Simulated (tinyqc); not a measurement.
Inside a calculation. Method: plane-wave Kohn-Sham cycle with exchange-only LDA in a layered model solid. One step of it, computed by the program tinyqc.

Task: Iteration 1: potential. V_H(G) = 4 pi rho(G)/G^2 for G != 0 (uniform background); v_x = -(3 rho/pi)^(1/3); V = V_ext + V_H + v_x; Fourier components f(G_m) = (1/N) sum_j f(x_j) exp(-i G_m x_j).

A solid whose potential varies along x alone (atomic units):
```
parameter                      value
period a                   12.700000
cross-section of the cell  17.000000
electrons per cell                 2
grid points                       16
plane waves -n..n, n               3
k points                           4
V1 in V1 cos(2 pi x/a)     -0.480000
V2 in V2 cos(4 pi x/a)     -0.250000
```

density at the start, on the grid x_j = j a/N (e/bohr^3): 0.00926355  0.00926355  0.00926355  0.00926355  0.00926355  0.00926355  0.00926355  0.00926355  0.00926355  0.00926355  0.00926355  0.00926355  0.00926355  0.00926355  0.00926355  0.00926355

Give: Potentials on the grid; V(G_m), m = 0, 1, 2, ....

Result:

Potentials on the grid (hartree):
```
x        V_ext    V_H     v_x       V
0.000   -0.730  0.000  -0.207  -0.937
0.794   -0.620  0.000  -0.207  -0.827
1.587   -0.339  0.000  -0.207  -0.546
2.381   -0.007  0.000  -0.207  -0.214
3.175    0.250  0.000  -0.207   0.043
3.969    0.360  0.000  -0.207   0.154
4.763    0.339  0.000  -0.207   0.133
5.556    0.267  0.000  -0.207   0.060
6.350    0.230  0.000  -0.207   0.023
7.144    0.267  0.000  -0.207   0.060
7.938    0.339  0.000  -0.207   0.133
8.731    0.360  0.000  -0.207   0.154
9.525    0.250  0.000  -0.207   0.043
10.319  -0.007  0.000  -0.207  -0.214
11.113  -0.339  0.000  -0.207  -0.546
11.906  -0.620  0.000  -0.207  -0.827
```

V(G_m), m = 0, 1, 2, ... (hartree): -0.207  -0.240  -0.125  0.000  0.000  0.000  0.000
